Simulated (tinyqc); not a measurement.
Stress in a transistor channel from embedded alloy regions, liners and fins, by half-space elasticity: one step, computed by the program tinyqc.

Plane strain in an isotropic half-space, the same constants everywhere; x along the channel from its centre, y downwards from the free surface; stress is positive in tension.

Task: Mobility change, linear estimate. d mu/mu = -(pi_L s_xx + pi_z s_yy) for the embedded regions alone; the stress across the width is left out.

Inputs (values chosen for the exercise, modelled on silicon): longitudinal piezoresistance coefficient = 72.7 1e-11/Pa; vertical piezoresistance coefficient = -1.3 1e-11/Pa.

Stressor: Si(1-x)Ge(x) source and drain.

s_xx = -1219.060 MPa

s_yy = -2.639215 MPa

Give: mobility change.

Result:

mobility change = 88.62 %

The vertical stress supplies -0.0034 of these points. Caution: beyond a few hundred MPa bulk piezoresistance coefficients no longer describe an inversion layer well.
